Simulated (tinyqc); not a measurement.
Inside a calculation. Model: resistance of a tapered via with liner, size effect and interface.

Program tinyqc, `OMP_NUM_THREADS=1 python tinyqc.py 2750152 2750153 out.jsonl`; Intel Xeon 2.30GHz, shared host, one thread, about 0.01 s. Printed values are rounded.

A round via whose diameter grows from db at the bottom as D(z) = db + 2 z/tan(ang). The fill, of diameter D - 2 tl, starts above the bottom liner (thickness fb tl) and has rho = rho0 (1 + ks lam/(D - 2 tl)); the sidewall liner conducts in parallel with it. The bottom liner and the interface are crossed over the full area pi db^2/4. Spreading in the lines above and below is left out.

Values chosen for this exercise; fill metal close to cobalt: diameter at the bottom db = 10 nm; height hv = 34 nm; sidewall angle ang = 88 degrees; bulk resistivity of the fill rho0 = 6.35 uohm cm; mean free path of the fill lam = 12 nm; size-effect factor ks = 1.4; liner on the sidewall tl = 1 nm; liner at the bottom over that on the sidewall fb = 1; resistivity of the liner rl = 420 uohm cm; interface resistivity at the bottom ri = 3e-12 ohm cm^2; ballistic conductance per area, about 3/(4 rho0 lam) Sb = 1e15 S/m^2.

## Slices of the via

Slices between z0 = fb tl and hv, evaluated at their midpoints: conductance per length pi/4 [(D - 2 tl)^2/rho + (D^2 - (D - 2 tl)^2)/rl], slice resistance = slice height over that. 8 slices.

```
slice	z (nm)	D (nm)	rho (uohm cm)	slice resistance (ohm)
0	3.06250	10.2139	19.3378	14.6843
1	7.18750	10.5020	18.8977	13.4136
2	11.3125	10.7901	18.4864	12.2919
3	15.4375	11.0782	18.1013	11.2976
4	19.5625	11.3663	17.7398	10.4127
5	23.6875	11.6544	17.3999	9.62240
6	27.8125	11.9425	17.0797	8.91408
7	31.9375	12.2306	16.7776	8.27716
```

## Total resistance

R_fill = sum of the slices; R_bottom = rl fb tl/(pi db^2/4); R_interface = ri/(pi db^2/4); ballistic (Sharvin) limit 1/(Sb pi (db - 2 tl)^2/4); ideal cylinder rho0 hv/(pi db^2/4).

parts (ohm): fill 88.9138, bottom liner 53.4761, interface 3.81972
R = 146.210 ohm
shares (%): fill 60.8126, bottom liner 36.5749, interface 2.6125
ballistic limit = 19.8944 ohm
ideal cylinder = 27.4892 ohm

The fill is the largest part, and R is 5.32 times the ideal cylinder. With 2000 slices R = 146.25 ohm.
